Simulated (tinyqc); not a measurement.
Quantum point contact as a saddle point: conductance steps.

Potential V0 - m wx^2 x^2/2 + m wy^2 y^2/2; energies are counted from V0. Mode n = 0, 1, ... transmits T_n(E) = 1/(1 + exp(-2 pi (E - E_n)/wx)), E_n = wy (n + 1/2); each mode carries 2 q^2/h.

g(T) = int g(E) (-df/dE) dE = int g(mu + x kB T) dx/(4 cosh^2(x/2)), g(E) the zero-temperature value at E, g = G/(2 q^2/h).

Inputs (values chosen for the exercise):
- T = 0.1 K (temperature)
- wy = 5 meV (transverse quantum hbar wy)
- wx = 1.3 meV (curvature of the barrier hbar wx)

Constants: q = 1.602176634e-19 C, kB = 1.380649e-23 J/K, Vt = kB T/q. Results are converted to the units shown.

Conductance steps:
```
mu (meV),g at T = 0,g(T),dg/dmu (1/meV)
0,5.655e-6,5.671e-6,2.741e-5
0.89,4.172e-4,4.184e-4,0.002021
1.79,0.03132,0.03140,0.1470
2.68,0.7047,0.7045,1.005
3.57,0.9944,0.9943,0.02720
4.46,0.9999,0.9999,3.747e-4
5.36,1.000,1.000,1.609e-4
6.25,1.002,1.002,0.01147
7.14,1.149,1.150,0.6143
8.04,1.931,1.931,0.3089
8.93,1.999,1.999,0.004819
9.82,2.000,2.000,7.690e-5
10.71,2.000,2.000,8.482e-4
11.61,2.013,2.013,0.06391
12.5,2.500,2.500,1.207
```

g rises from 5.67e-6 to 2.50. The slope is smallest, 7.69e-5 per meV, at mu = 9.82 meV (g = 2.00) and largest, 1.21, at 12.5 meV among the rows after the first. A riser is wx/(2 pi) = 0.207 meV wide by tunnelling and kB T = 0.00862 meV by heat, against the spacing wy = 5 meV.

Numbers from tinyqc (`OMP_NUM_THREADS=1 python tinyqc.py 2740133 2740134 out.jsonl`; about 0.05 s on one thread of a shared Intel Xeon 2.30GHz).
